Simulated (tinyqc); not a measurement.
Worked calculation: electrons shared among three sets of ellipsoidal valleys. Values are carried at full precision from step to step, so a last printed digit may differ when a step is redone from the rounded ones.

Constants: hbar^2/2m0 = 3.80998211 eV angstrom^2; kB = 8.617333262e-05 eV/K.

Parameters, chosen for this exercise (masses and offsets near those of Si; mobilities are free inputs, held fixed; not measured data):
```
symbol  value                     unit        meaning
ml      (0.884, 0.884, 1.781)     m0          longitudinal masses of Delta2, Delta4, L
mt      (0.1911, 0.1911, 0.1259)  m0          transverse masses
M       (2, 4, 4)                             valleys in each set
T       300                       K
dE      (0, 0.083, 0.916)         eV          edges of Delta2, Delta4, L above the first, the first two split by strain
n       6.6e+18                   1/cm^3      total electron density
mu      (1900, 860, 420)          cm^2/(V s)  mobility of each set, for current in the plane normal to the Delta2 axis
```

## Masses of each set

One valley: m_d = (ml mt^2)^(1/3). Whole set: m_de = M^(2/3) m_d. Mean over three axes: 1/m_c = (1/ml + 2/mt)/3. Anisotropy K = ml/mt.

m_d, m_de, m_c (m0) and K of each set:
```
set        m_d    m_de     m_c      K
Delta2  0.3184  0.5054  0.2587   4.63
Delta4  0.3184  0.8024  0.2587   4.63
L       0.3045  0.7673  0.1824  14.15
```

m_de/m_c is 1.95 for Delta2, 3.10 for Delta4, 4.21 for L: many anisotropic valleys give many states at a light conductivity mass. m_c is the mean over three axes; a set that holds only some of the equivalent valleys conducts with a mass that depends on direction.

## Effective densities of states

N_i = M_i times N = 2 (m kB T/(4 pi c))^(3/2) with c = hbar^2/2m0, in 1/angstrom^3; times 1e24 for 1/cm^3, with m = (ml mt^2)^(1/3).

kT = 0.025852 eV

N_i (1/cm^3): Delta2 9.0176e+18, Delta4 1.8035e+19, L 1.6865e+19

## Fermi level and populations

F_j(eta) = (1/Gamma(j + 1)) integral_0^infinity x^j dx/(1 + exp(x - eta)), which tends to exp(eta) for eta << 0.

Solve n = sum_i N_i F_1/2((EF - dE_i)/kT), energies from the edge of the first set.

EF = -0.0045 eV

eta_i: Delta2 -0.18, Delta4 -3.39, L -35.61

n_i (1/cm^3): Delta2 6.00e+18, Delta4 6.03e+17, L 5.79e+03

shares: Delta2 0.9086, Delta4 0.0914, L 0.0000

Delta2 holds most electrons (90.9 %). Boltzmann weights N_i exp(-dE_i/kT) would give Delta4 a share of 0.0746.

## Drift and Hall mobility of the mixture

With f_i the shares, mu_drift = sum f_i mu_i; low-field Hall mobility mu_H = sum f_i mu_i^2/mu_drift (scattering and anisotropy factors set to 1); the Hall density is n mu_drift/mu_H; rho = 1/(e n mu_drift), e = 1.602176634e-19 C.

mu_drift = 1805 cm^2/(V s)
mu_H = 1855 cm^2/(V s)
Hall density = 6.42e+18 1/cm^3
rho = 0.000524 ohm cm

A Hall measurement would read 97.3 % of the true density. The mobilities are of the size met in pure crystals; at this density impurities would cut them and raise rho, by a factor of two to ten or more depending on crystal and density.

## Checks

- Share of Delta4 at n = 1e10 1/cm^3 against the Boltzmann weight: both 0.07464.

(tinyqc, `OMP_NUM_THREADS=1 python tinyqc.py 1682031 1682032 out.jsonl`, Intel(R) Xeon(R) Processor @ 2.30GHz, 1 thread, shared host, about 0.02 s.)
